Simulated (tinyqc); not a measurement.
Reverse leakage of an n+-p junction: diffusion, generation, trap-assisted and band-to-band tunnelling: two steps of the calculation.

One-sided abrupt junction in the depletion approximation, x from the junction (0) to W on the p side, field F = F0 (1 - x/W). Flat quasi-Fermi levels, long p side. Traps generate through SRH with both lifetimes shortened by 1 + Gamma (Hurkx enhancement, form for moderate fields); band-to-band generation is local and needs a total bending above Eg.

Parameters, values chosen for the exercise; band and dielectric values close to those of silicon:
- T = 300 K (temperature)
- Eg = 1.13 eV (band gap)
- eps_r = 11.7 (relative permittivity)
- Nc = 2.77e19 cm^-3 (conduction-band density of states at T)
- Nv = 2.69e19 cm^-3 (valence-band density of states at T)
- Na = 1.2e17 cm^-3 (acceptor density of the lighter side)
- Nd = 1e19 cm^-3 (donor density of the heavier side)
- tau = 5e-8 s (SRH lifetime of both carriers at zero field)
- mt = 0.27 m0 (tunnelling mass)
- Dn = 5.2 cm^2/s (electron diffusion coefficient on the lighter side)
- VR = 0.4 V (reverse bias)

Constants: q = 1.602176634e-19 C, kB = 1.380649e-23 J/K, hbar = 1.054571817e-34 J s, m0 = 9.1093837015e-31 kg, Vt = kB T/q, eps0 = 8.8541878128e-14 F/cm where lengths are in cm. Results are converted to the units shown.

Problem 1. Field, scales and diffusion current. ni = sqrt(Nc Nv) exp(-Eg/(2 Vt)), Eg in volts; Vbi = Vt ln(Na Nd/ni^2); W = sqrt(2 eps0 eps_r (Vbi + VR)/(q Na)); F0 = 2 (Vbi + VR)/W; FG = sqrt(24 mt m0 (kB T)^3)/(q hbar); J_diff = q ni^2 sqrt(Dn/tau)(1 - exp(-VR/Vt))/Na.

Give: ni; Vbi; W; F0; FG; J_diff.

Solution 1.

ni = 8.801e9 cm^-3
Vbi = 0.9637 V
W = 121.2 nm
F0 = 225.0 kV/cm
FG = 383.3 kV/cm
J_diff = 1.055e-12 A/cm^2

Problem 2. Current components. u = (Vbi + VR)(1 - x/W)^2, p = Na exp(-u/Vt), n = Nd exp((u - Vbi - VR)/Vt); G0 = ni^2 (1 - exp(-VR/Vt))/(tau (n + p + 2 ni cosh(Et/Vt))); Gamma = 2 sqrt(3 pi)(F/FG) exp((F/FG)^2); trap-assisted part G0 Gamma; G_bb = Ab F^2.5 exp(-Bb/F) with F in V/cm, zero unless Vbi + VR > Eg. 16 equal steps.

Each current is q times the trapezoid sum of its rate; J adds J_diff; J_bb under 1e-8 of the sum is given as 0.

x, point 0 to 16 (nm): [0.00000, 7.57674, 15.15347, 22.73021, 30.30695, 37.88369, 45.46042, 53.03716, 60.61390, 68.19064, 75.76737, 83.34411, 90.92085, 98.49758, 106.07432, 113.65106, 121.22780]
G0, point 0 to 16 (cm^-3 s^-1): [1.5491642e8, 9.2115373e10, 3.6236539e13, 7.4839373e15, 3.5069454e16, 3.5830495e16, 3.5727251e16, 3.0987957e16, 5.7806826e15, 3.1061195e14, 2.1495562e13, 2.2293390e12, 3.4895997e11, 8.2478073e10, 2.9436201e10, 1.5863810e10, 1.2909697e10]
G0 Gamma, point 0 to 16 (cm^-3 s^-1): [7.8793976e8, 4.2128940e11, 1.4875872e14, 2.7510635e16, 1.1506037e17, 1.0447643e17, 9.2065869e16, 7.0053474e16, 1.1353439e16, 5.2312751e14, 3.0492524e13, 2.5966315e12, 3.2124740e11, 5.6412133e10, 1.3332212e10, 3.5780347e9, 0]
G_bb, point 0 to 16 (cm^-3 s^-1): [1.4584388e-8, 5.3208427e-11, 8.8099629e-14, 5.5219349e-17, ~0, ~0, ~0, ~0, ~0, ~0, ~0, ~0, ~0, ~0, ~0, 0, 0]
J_diff = 1.0546620e-12 A/cm^2

Give: J_SRH; J_TAT; J_bb; J.

Solution 2.

J_SRH = 1.836e-8 A/cm^2
J_TAT = 5.113e-8 A/cm^2
J_bb = 0 A/cm^2
J = 6.950e-8 A/cm^2

Range of the model: The n+ side is degenerate, so Vbi from Boltzmann statistics is only a guide.

Computed by the program tinyqc: `OMP_NUM_THREADS=1 python tinyqc.py 2290019 2290020 out.jsonl`, one thread of a shared Intel Xeon 2.30GHz, about 0.01 s for the whole run.

~0 in a residual or rate marks an entry under 1e-11 of the largest of its column.
